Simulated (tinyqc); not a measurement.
Worked calculation: plane-wave Kohn-Sham cycle with exchange-only LDA in a layered model solid. Computed by tinyqc, a small Python program that keeps every step. Settings: points = 16, plane-wave index or count = 2, electrons = 4, k points = 4, area = 39.0, mixing = 0.5, iteration cap = 69. Command: `OMP_NUM_THREADS=1 python tinyqc.py 27514 27515 out.jsonl` (the two numbers bound the seeds that draw the settings). One thread of a shared host (Intel(R) Xeon(R) Processor @ 2.60GHz), about 0.01 s of CPU time with the checks. Later iterations appear only in the table of the cycle.

## Iteration 1: potential

A solid whose potential varies along x alone (atomic units):
```
parameter                      value
period a                    4.200000
cross-section of the cell  39.000000
electrons per cell                 4
grid points                       16
plane waves -n..n, n               2
k points                           4
V1 in V1 cos(2 pi x/a)     -0.410000
V2 in V2 cos(4 pi x/a)      0.040000
```

density at the start, on the grid x_j = j a/N (e/bohr^3): 0.024420  0.024420  0.024420  0.024420  0.024420  0.024420  0.024420  0.024420  0.024420  0.024420  0.024420  0.024420  0.024420  0.024420  0.024420  0.024420

V_H(G) = 4 pi rho(G)/G^2 for G != 0 (uniform background); v_x = -(3 rho/pi)^(1/3); V = V_ext + V_H + v_x; Fourier components f(G_m) = (1/N) sum_j f(x_j) exp(-i G_m x_j).

Potentials on the grid (hartree):
```
x         V_ext     V_H      v_x        V
0.0000  -0.3700  0.0000  -0.2857  -0.6557
0.2625  -0.3505  0.0000  -0.2857  -0.6362
0.5250  -0.2899  0.0000  -0.2857  -0.5756
0.7875  -0.1852  0.0000  -0.2857  -0.4709
1.0500  -0.0400  0.0000  -0.2857  -0.3257
1.3125   0.1286  0.0000  -0.2857  -0.1571
1.5750   0.2899  0.0000  -0.2857   0.0042
1.8375   0.4071  0.0000  -0.2857   0.1214
2.1000   0.4500  0.0000  -0.2857   0.1643
2.3625   0.4071  0.0000  -0.2857   0.1214
2.6250   0.2899  0.0000  -0.2857   0.0042
2.8875   0.1286  0.0000  -0.2857  -0.1571
3.1500  -0.0400  0.0000  -0.2857  -0.3257
3.4125  -0.1852  0.0000  -0.2857  -0.4709
3.6750  -0.2899  0.0000  -0.2857  -0.5756
3.9375  -0.3505  0.0000  -0.2857  -0.6362
```

V(G_m), m = 0, 1, 2, ... (hartree): -0.2857  -0.2050  0.0200  0.0000  0.0000

## Iteration 1: Hamiltonian at one k

k = 0.1250 2 pi / a

H(m,m') = (k + G_m)^2/2 delta + V(G_m - G_m'), with V(-G) = V(G).

H (hartree), lower triangle:
```
         -2       -1       +0       +1      +2
-2   3.6483
-1  -0.2050   0.5710
+0   0.0200  -0.2050  -0.2682
+1   0.0000   0.0200  -0.2050   1.1305
+2   0.0000   0.0000   0.0200  -0.2050  4.7673
```

## Iteration 1: levels at that k

Diagonalise the Hermitian matrix.

eigenvalues (hartree): -0.3417  0.5971  1.1524  3.6622  4.7790

## Iteration 1: new density

Motion across x is left out: the lowest 2 band(s) hold two electrons at each of the k points (j + 1/2)/nk - 1/2. Residual R = rho(out) - rho(in); rho(new) = rho(in) + 0.5 R. rho(out) = 2/(a A nk) sum |psi|^2 with psi = sum c exp(i G x). Harris energy E = band energy - dV sum rho (V_H/2 + v_x) + (3/4) dV sum rho v_x with rho(in), dV = a A/N, band energy = (2/nk) sum of the filled levels.

rho(out) (e/bohr^3): 0.027847  0.028021  0.028189  0.027632  0.025935  0.023356  0.020660  0.018671  0.017945  0.018671  0.020660  0.023356  0.025935  0.027632  0.028189  0.028021

density after iteration 1 (e/bohr^3): 0.026134  0.026220  0.026304  0.026026  0.025177  0.023888  0.022540  0.021545  0.021182  0.021545  0.022540  0.023888  0.025177  0.026026  0.026304  0.026220

energy per cell = 0.524866 hartree

## Iteration 2: potential

As before.

Potentials on the grid (hartree):
```
x         V_ext      V_H      v_x        V
0.0000  -0.3700   0.0133  -0.2922  -0.6489
0.2625  -0.3505   0.0125  -0.2926  -0.6305
0.5250  -0.2899   0.0102  -0.2929  -0.5725
0.7875  -0.1852   0.0063  -0.2918  -0.4707
1.0500  -0.0400   0.0011  -0.2886  -0.3276
1.3125   0.1286  -0.0048  -0.2836  -0.1598
1.5750   0.2899  -0.0102  -0.2782   0.0015
1.8375   0.4071  -0.0141  -0.2740   0.1190
2.1000   0.4500  -0.0154  -0.2725   0.1621
2.3625   0.4071  -0.0141  -0.2740   0.1190
2.6250   0.2899  -0.0102  -0.2782   0.0015
2.8875   0.1286  -0.0048  -0.2836  -0.1598
3.1500  -0.0400   0.0011  -0.2886  -0.3276
3.4125  -0.1852   0.0063  -0.2918  -0.4707
3.6750  -0.2899   0.0102  -0.2929  -0.5725
3.9375  -0.3505   0.0125  -0.2926  -0.6305
```

V(G_m), m = 0, 1, 2, ... (hartree): -0.2855  -0.2029  0.0210  0.0001  0.0000

## Iteration 2: Hamiltonian at one k

k = 0.1250 2 pi / a

As before.

H (hartree), lower triangle:
```
         -2       -1       +0       +1      +2
-2   3.6485
-1  -0.2029   0.5712
+0   0.0210  -0.2029  -0.2680
+1   0.0001   0.0210  -0.2029   1.1307
+2   0.0000   0.0001   0.0210  -0.2029  4.7675
```

## Iteration 2: levels at that k

As before.

eigenvalues (hartree): -0.3400  0.5966  1.1523  3.6621  4.7790

## Iteration 2: new density

As before.

rho(out) (e/bohr^3): 0.027771  0.027957  0.028155  0.027633  0.025961  0.023393  0.020695  0.018698  0.017969  0.018698  0.020695  0.023393  0.025961  0.027633  0.028155  0.027957

density after iteration 2 (e/bohr^3): 0.026952  0.027088  0.027230  0.026829  0.025569  0.023641  0.021617  0.020122  0.019576  0.020122  0.021617  0.023641  0.025569  0.026829  0.027230  0.027088

energy per cell = 0.526019 hartree

## Convergence

Stop when sqrt(dV sum R^2) is below 1e-8, dV = a A/N.

Course of the cycle:
```
iteration  E (hartree)  norm of the residual
1             0.524866              4.85e-02
2             0.526019              2.39e-02
3             0.526267              1.18e-02
4             0.526322              5.84e-03
5             0.526334              2.90e-03
6             0.526337              1.44e-03
7             0.526337              7.15e-04
8             0.526337              3.56e-04
9             0.526337              1.78e-04
10            0.526337              8.87e-05
11            0.526337              4.43e-05
...                ...                   ...
14            0.526337              5.60e-06
15            0.526337              2.82e-06
16            0.526337              1.42e-06
17            0.526337              7.20e-07
18            0.526337              3.65e-07
19            0.526337              1.85e-07
20            0.526337              9.41e-08
21            0.526337              4.79e-08
22            0.526337              2.45e-08
23            0.526337              1.25e-08
24            0.526337              6.41e-09
```

Converged in 24 iterations. Before convergence this energy mixes input and output and is not variational, so it may rise towards its limit.
